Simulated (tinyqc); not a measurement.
Hexagonal on-chip spiral inductor, lumped pi model: two steps of the calculation.

Outer diameter do = di + 2 n wd + 2 (n - 1) sp, mean da = (do + di)/2, fill p = (do - di)/(do + di), length l = 3.464 n da. L = 2.33 mu0 n^2 da/(1 + 3.82 p), mu0 = 4 pi 1e-7 H/m. Rs = rho l/(wd delta (1 - exp(-th/delta))), delta = sqrt(rho/(pi f mu0)). Cs = n wd^2 eps0 eo/hu across the coil. At each end Cox = l wd eps0 eo/(2 ho) leads to the substrate branch Rsi = 2 rs he/(l wd) in parallel with Csi = l wd eps0 11.7/(2 he). With one end grounded Y = 1/(Rs + i w L) + i w Cs + 1/[1/(i w Cox) + 1/(1/Rsi + i w Csi)], w = 2 pi f; Q = -Im Y/Re Y. Eddy currents in neighbouring turns and in the substrate are left out.

Values chosen for this exercise; values of the order met in silicon radio-frequency processes:
- n = 2.5 (number of turns)
- wd = 4 um (line width)
- sp = 2 um (space between turns)
- di = 40 um (inner diameter)
- th = 4 um (metal thickness)
- rho = 2.2 uohm cm (metal resistivity)
- ho = 8.1 um (oxide below the coil)
- hu = 1.4 um (oxide between coil and underpass)
- eo = 3.9 (relative permittivity of the oxide)
- rs = 100 ohm cm (substrate resistivity)
- he = 50 um (effective spreading depth in the substrate)
- f = 2.9 GHz (frequency)

Constants: eps0 = 8.8541878128e-12 F/m. Results are converted to the units shown.

Task 1. Geometry and model elements. do, l, L, delta, Rs, Cs, Cox, Rsi and Csi as defined.

Give: do; l; L; delta; Rs; Cs; Cox; Rsi; Csi.

Result 1.

do = 66.000 um
l = 458.98 um
L = 0.50072 nH
delta = 1.3862 um
Rs = 1.9287 ohm
Cs = 0.98661 fF
Cox = 3.9134 fF
Rsi = 54469 ohm
Csi = 1.9019 fF

Task 2. Admittance, quality factor and apparent inductance. Series branch 1/(Rs + i w L), substrate branch, total Y, Q = -Im Y/Re Y, apparent inductance Im(1/Y)/w, metal-only value w L/Rs, share of the loss in the substrate Re(substrate branch)/Re Y.

L = 0.50072155 nH
Rs = 1.9287291 ohm
Cs = 0.98660950 fF
Cox = 3.9133805 fF
Rsi = 54468.604 ohm
Csi = 1.9019029 fF

Give: series branch; substrate branch; Y; Q; apparent inductance; w L/Rs; share of the loss in the substrate.

Result 2.

series branch = 22.18-104.92i mS
substrate branch = 0.008072+0.024720i mS
Y = 22.19-104.87i mS
Q = 4.7268
apparent inductance = 0.50089 nH
w L/Rs = 4.7305
share of the loss in the substrate = 0.036381 %

Q is 99.9 % of the metal-only value.

tinyqc, about 0.01 s, one thread, Intel Xeon 2.30GHz (shared host): `OMP_NUM_THREADS=1 python tinyqc.py 2302115 2302116 out.jsonl`
